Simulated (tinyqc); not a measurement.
What moves the results: configuration-coordinate model of carrier capture at a defect. A value that a table varies takes the place of the one given here.

Two parabolas of equal curvature k in one coordinate Q: with the carrier free at the band edge, U_f = k Q^2/2; with the carrier trapped, U_t = k (Q - dQ)^2/2 - ET. ER = k dQ^2/2, Huang-Rhys factor S = ER/hw, hw = 0.0646541 sqrt(k/M) eV for k in eV/angstrom^2 and M in u. The curves cross at a height Eb = (ER - ET)^2/(4 ER) above the free minimum.

Multiphonon factor for giving p = ET/hw phonons to the lattice: W = exp(-S (2 nb + 1)) ((nb + 1)/nb)^(p/2) I_p(x), nb = 1/(exp(hw/kT) - 1), x = 2 S sqrt(nb (nb + 1)), I_p the modified Bessel function. Classical limit: W = hw exp(-Eb/kT)/sqrt(4 pi ER kT). At T = 0: exp(-S) S^p/Gamma(p + 1).

Constants: kB = 8.617333262e-05 eV/K.

Parameters, chosen for this exercise (of the size met at a DX centre in AlGaAs; the results hold for these values, not for the real material):
```
symbol  value  unit  meaning
ET      0.12   eV    thermal depth of the level below the band edge
ER      0.87   eV    relaxation energy
hw      0.011  eV    phonon energy of the mode
T       350    K     temperature
```

## Capture against temperature

The local activation energy is -d ln W/d(1/kT), by central differences with T changed by 1 %.

Against T:
```
T (K)  kT/hw  log10 W  log10 W, classical  activation energy (eV)
40     0.313  -17.144             -21.612                  0.0696
60     0.470  -13.395             -14.912                  0.1092
80     0.627  -10.903             -11.580                  0.1277
120    0.940   -8.063              -8.274                  0.1419
160    1.253   -6.547              -6.639                  0.1463
220    1.723   -5.283              -5.320                  0.1476
300    2.350   -4.385              -4.400                  0.1462
400    3.134   -3.777              -3.783                  0.1429
550    4.309   -3.294              -3.297                  0.1371
```

log10 W at T = 0 = -21.147
Eb = 0.1616 eV

What can be read from the table?

At 40 K log10 W is -17.14, against -21.15 at T = 0 and -21.6 classically; at 550 K the two forms differ by 0.00. The activation energy read from an Arrhenius plot goes from 0.070 eV at 40 K to 0.137 at 550 K, with its largest value 0.148 at 220 K, against Eb = 0.162 eV; the classical form itself gives Eb - kT/2. A measured slope therefore understates the barrier.

## Capture against depth of the level

ET is varied at fixed ER, hw and T, as by moving the band edge with alloying or pressure.

Against ET:
```
ET/ER  ET (eV)  Eb (eV)  log10 W  log10 W, classical
0.10     0.087   0.1762   -4.245              -4.255
0.25     0.217   0.1223   -3.471              -3.479
0.50     0.435   0.0544   -2.495              -2.501
0.75     0.652   0.0136   -1.912              -1.913
1.00     0.870   0.0000   -1.720              -1.718
1.25     1.087   0.0136   -1.915              -1.913
1.50     1.305   0.0544   -2.494              -2.501
2.00     1.740   0.2175   -4.787              -4.850
3.00     2.610   0.8700  -13.763             -14.245
```

What can be read from the table?

Capture is fastest at ET/ER = 1 among these rows, where the barrier vanishes or nearly so. The classical form is symmetric about ET = ER; the quantum one gives -2.50 at 0.5 and -2.49 at 1.5, against -2.50 for both. At ET = 3 ER it lies 0.5 decades above the classical value: deep levels capture by emitting many phonons, and the rate falls with depth by 10.3 decades per eV between the last two rows. Rows deeper than the gap of the host are formal.

## What each parameter does

Eb, log10 W and the full width 2.35482 sqrt(ER hw coth(hw/2kT)). Each row changes one parameter from the base and keeps the others.

Results:
```
case            Eb (eV)  log10 W  full width (eV)
base             0.1616   -4.036           0.5424
ET = 0.16 eV     0.1449   -3.794           0.5424
ER = 0.92 eV     0.1739   -4.224           0.5578
hw = 0.0132 eV   0.1616   -3.952           0.5437
T = 380 K        0.1616   -3.872           0.5647
```

What does this show?

The largest shifts from the base row, up to three for each result and ties (the steps differ in size, so this ranks the rows, not the parameters). Eb (eV): ET -0.0168, ER +0.0123; unchanged at the printed digits by hw and T. log10 W: ET +0.241, ER -0.188, T +0.164. full width (eV): T +0.0223, ER +0.0154, hw +0.0013; unchanged at the printed digits by ET.

Computed by tinyqc, a small Python program: `OMP_NUM_THREADS=1 python tinyqc.py 1450240 1450241 out.jsonl` (the numbers bound the seed that draws the inputs); one thread of a shared host (Intel(R) Xeon(R) Processor @ 2.30GHz), about 0.01 s for the whole set of steps.
